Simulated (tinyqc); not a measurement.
Ferroelectric with a first-order transition, Landau-Devonshire energy: two steps of the calculation.

One domain with free energy u = al P^2 + be P^4 + ga P^6 - E P, al = a0 (T - T0), be < 0 < ga (P in uC/cm^2, E in kV/cm, u in mJ/cm^3). Equilibrium: E = 2 al P + 4 be P^3 + 6 ga P^5; a state is stable against small changes where dE/dP > 0. The coercive field is that of uniform switching, which real films, switching by domains, do not reach.

Inputs (values chosen for the exercise): slope of the quadratic coefficient a0 = 0.02 kV cm/(uC K); Curie-Weiss temperature T0 = 700 K; quartic coefficient be = -0.0011 kV cm^5/uC^3; sixth-order coefficient ga = 1.5e-6 kV cm^9/uC^5; temperature T = 550 K; applied field Ea = 67 kV/cm.

Constants: eps0 = 8.8541878128e-14 F/cm where lengths are in cm. Results are converted to the units shown.

Problem 1. Spontaneous polarisation, coercive field and susceptibility. Ps^2 = [-be + sqrt(be^2 - 3 al ga)]/(3 ga); Pc^2 = [-3 be + sqrt(9 be^2 - 15 al ga)]/(15 ga), Ec = -E(Pc); susceptibility chi = 1/(eps0 dE/dP).

Find: al; Ps; u(Ps) at E = 0; Pc; Ec; chi at Ps.

Solution 1.

al = -3.000 kV cm/uC
Ps = 33.12 uC/cm^2
u(Ps) at E = 0 = -2635 mJ/cm^3
Pc = 23.24 uC/cm^2
Ec = 133.7 kV/cm
chi at Ps = 335.6

Problem 2. Polarisation on the upper branch by Newton steps. f = 2 al P + 4 be P^3 + 6 ga P^5 - Ea, f' = 2 al + 12 be P^2 + 30 ga P^4, P(new) = P - f/f'.

P at the start = 39.7 uC/cm^2
al = -3 kV cm/uC

Find: f; f'; P after iteration 1.

Solution 2.

f = 307.04 kV/cm
f' = 84.978 kV cm/uC
P after iteration 1 = 36.087 uC/cm^2

Computed by the program tinyqc: `OMP_NUM_THREADS=1 python tinyqc.py 2860123 2860124 out.jsonl`, one thread of a shared Intel Xeon 2.30GHz, about 0.01 s for the whole run.
